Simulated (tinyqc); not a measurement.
On-chip interconnect, size-dependent resistivity and RC delay: one step of the calculation.

A rectangular line between two neighbours and two ground planes. Surface and grain-boundary scattering are added to the bulk resistivity as corrections; capacitances are parallel-plate values without fringing; inductance is ignored.

Problem. Node voltages after a time step. A 1 V step is applied behind Rd at t = 0. C dv/dt = -G v + b, with G the conductance matrix of the ladder (1/Rs between neighbours, 1/Rd added at node 0) and b = (1 V/Rd, 0, ...). Trapezoidal step: (C/dt + G/2) v(new) = (C/dt - G/2) v + b.

Values chosen for this exercise:

| symbol | value | unit | meaning |
|---|---|---|---|
| Rd | 3000 | ohm | driver resistance |
| dt | 8 | ps | time step |

Rs = 1188.2989 ohm
C, node 0 to 4 (fF): [0.41689390, 0.83378780, 0.83378780, 0.83378780, 3.3168939]
v at t = 0, node 0 to 4 (V): [0, 0, 0, 0, 0]

Find: v at t = 1 dt.

Solution.

v at t = 1 dt, node 0 to 4 (V): [0.8667, 0.5251, 0.3136, 0.1798, 0.0906]

Range of the model: The metal width is under the mean free path, where the thick-limit surface term and the simple sum of corrections lose accuracy.

Program tinyqc, `OMP_NUM_THREADS=1 python tinyqc.py 2100024 2100025 out.jsonl`; Intel Xeon 2.30GHz, shared host, one thread, about 0.01 s.
